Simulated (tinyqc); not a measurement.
Classical Heisenberg spin chain: exact results, Metropolis, heat-bath and over-relaxation steps, and a Monte Carlo run: one step, computed by the program tinyqc.

E = -J sum_i s_i . s_(i+1) for unit vectors s_i on an open chain; K = J/(k_B T).

Question. Exact results. Each bond angle is independent, so u = <s_i . s_(i+1)> = coth K - 1/K, <s_i . s_(i+n)> = u^n, correlation length xi = -1/ln|u|, energy per bond -J u, heat capacity per bond c/k_B = 1 - K^2/sinh^2 K, and for the long chain chi = mu^2 (1 + u)/(3 k_B T (1 - u)) per spin.

Inputs (values chosen for the exercise, for a model chain of large moments): coupling J = 18 meV; temperature T = 110 K; moment mu = 4.4 mu_B.

Constants: k_B = 8.617333262e-05 eV/K; mu_B = 5.7883818060e-05 eV/T.

Give: K; u; xi; energy per bond; heat capacity; chi over the Curie value; chi.

Answer.

K = 1.899

u = 0.5193

xi = 1.526 sites

energy per bond = -9.347 meV

heat capacity = 0.6616 k_B/bond

chi over the Curie value = 3.160

chi = 0.1245 mu_B/T per spin
